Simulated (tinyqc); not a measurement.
# MESFET, gradual channel with velocity saturation: several studies

A uniformly doped n-type channel, depleted from the top by a Schottky gate; at channel potential V the depleted share of a is u = sqrt((Vbi - Vg + V)/Vp), s at the source. Electrons drift with v = mu E/(1 + mu E/vsat). Abrupt depletion edge, no series resistance, source at 0.

Values chosen for this exercise; material values those of a made-up semiconductor: temperature T = 293 K; relative permittivity of the semiconductor eps_r = 11.5; conduction-band density of states at T Nc = 3.87e17 cm^-3; donor density of the channel Nd = 2.7e17 cm^-3; channel thickness a = 150 nm; low-field mobility at this doping mu = 2400 cm^2/(V s); saturation velocity vsat = 1.3e7 cm/s; gate length L = 0.5 um; gate width W = 50 um; Schottky barrier phiB = 0.82 V; gate voltage Vg = 0 V.

Constants: q = 1.602176634e-19 C, kB = 1.380649e-23 J/K, Vt = kB T/q, eps0 = 8.8541878128e-14 F/cm where lengths are in cm. Results are converted to the units shown.

Each table varies one quantity; the others keep the values above.

## Effect of the donor density of the channel on saturation

Vbi = phiB - Vt ln(Nc/Nd); Vp = q Nd a^2/(2 eps0 eps_r); G0 = q mu Nd a W/L; Z = mu Vp/(vsat L); s = sqrt((Vbi - Vg)/Vp). I = (G0 Vp/3) F/(1 + Z (u^2 - s^2)), F = 3 (u^2 - s^2) - 2 (u^3 - s^3), with u at V = Vd; Z = 0 gives constant mobility, for which u stops at 1. The current peaks at u = um, the root of (1 - u)(1 + Z (u^2 - s^2)) = Z F/3; beyond Vdsat = Vp (um^2 - s^2) it is held at that value. gm = G0 (um - s)/(1 + Z (um^2 - s^2)).

Results:

| Nd (cm^-3) | Z | um | Vdsat (V) | Isat (mA) | Isat for Z = 0 (mA) | gm (mS) |
|---|---|---|---|---|---|---|
| 1.4e17 | 9.150 | 0.7668 | 0.6628 | 5.100 | 26.77 | 4.700 |
| 1.8e17 | 11.76 | 0.7094 | 0.8026 | 8.172 | 54.92 | 5.450 |
| 2.5e17 | 16.34 | 0.6384 | 0.9946 | 14.12 | 129.3 | 6.507 |
| 4.5e17 | 29.41 | 0.5252 | 1.373 | 33.38 | 521.2 | 8.705 |
| 6e17 | 39.22 | 0.4764 | 1.579 | 49.08 | 991.2 | 9.963 |
| 8.1e17 | 52.94 | 0.4299 | 1.811 | 72.14 | 1904 | 11.43 |

Estimate the missing row, Nd = 3.3e17 cm^-3.

Computed row:

| Nd (cm^-3) | Z | um | Vdsat (V) | Isat (mA) | Isat for Z = 0 (mA) | gm (mS) |
|---|---|---|---|---|---|---|
| 3.3e17 | 21.57 | 0.5826 | 1.167 | 21.51 | 254.0 | 7.489 |

With this row back in the table: As Nd goes from 1.4e17 to 8.1e17 cm^-3, Vdsat rises from 0.663 to 1.81 V, Isat rises from 5.10 to 72.1 mA and gm rises from 4.70 to 11.4 mS. Isat is 0.190 of the constant-mobility value in the first row and 0.0379 in the last. In every row Nd is not small against Nc, so the Boltzmann form of Vbi is rough.

## Effect of the saturation velocity on saturation

Same model as above.

The same in every row: Isat for Z = 0 (mA) = 156.50.

Effect of the saturation velocity on saturation:

| vsat (cm/s) | Z | um | Vdsat (V) | Isat (mA) | gm (mS) |
|---|---|---|---|---|---|
| 3e6 | 76.472 | 0.52881 | 0.52560 | 4.5862 | 1.9348 |
| 4.8e6 | 47.795 | 0.55437 | 0.65794 | 6.9399 | 2.9272 |
| 7.7e6 | 29.794 | 0.58431 | 0.82090 | 10.385 | 4.3891 |
| 1.2e7 | 19.118 | 0.61636 | 1.0048 | 14.936 | 6.3436 |
| 2e7 | 11.471 | 0.65772 | 1.2566 | 22.210 | 9.5322 |
| 3.1e7 | 7.4005 | 0.69642 | 1.5072 | 30.533 | 13.291 |
| 5e7 | 4.5883 | 0.74093 | 1.8129 | 42.027 | 18.698 |

As vsat goes from 3e6 to 5e7 cm/s, Vdsat rises from 0.526 to 1.81 V, Isat rises from 4.59 to 42.0 mA and gm rises from 1.93 to 18.7 mS. Isat is 0.0293 of the constant-mobility value in the first row and 0.269 in the last. In every row Nd is not small against Nc, so the Boltzmann form of Vbi is rough.

## Effect of the low-field mobility at this doping on saturation

Same model as above.

Effect of the low-field mobility at this doping on saturation:

| mu (cm^2/(V s)) | Z | um | Vdsat (V) | Isat (mA) | Isat for Z = 0 (mA) | gm (mS) |
|---|---|---|---|---|---|---|
| 480 | 3.529 | 0.7658 | 1.992 | 9.878 | 31.30 | 4.461 |
| 790 | 5.809 | 0.7188 | 1.658 | 11.86 | 51.51 | 5.217 |
| 1300 | 9.559 | 0.6735 | 1.357 | 13.77 | 84.77 | 5.941 |
| 2100 | 15.44 | 0.6331 | 1.105 | 15.47 | 136.9 | 6.596 |
| 3500 | 25.74 | 0.5945 | 0.8781 | 17.10 | 228.2 | 7.238 |
| 5800 | 42.65 | 0.5612 | 0.6943 | 18.51 | 378.2 | 7.808 |
| 9600 | 70.59 | 0.5329 | 0.5462 | 19.70 | 626.0 | 8.310 |

As mu goes from 480 to 9600 cm^2/(V s), Vdsat falls from 1.99 to 0.546 V, Isat rises from 9.88 to 19.7 mA and gm rises from 4.46 to 8.31 mS. Isat is 0.316 of the constant-mobility value in the first row and 0.0315 in the last. In every row Nd is not small against Nc, so the Boltzmann form of Vbi is rough.

Numbers from tinyqc (`OMP_NUM_THREADS=1 python tinyqc.py 2500134 2500135 out.jsonl`; about 0.07 s on one thread of a shared Intel Xeon 2.30GHz).
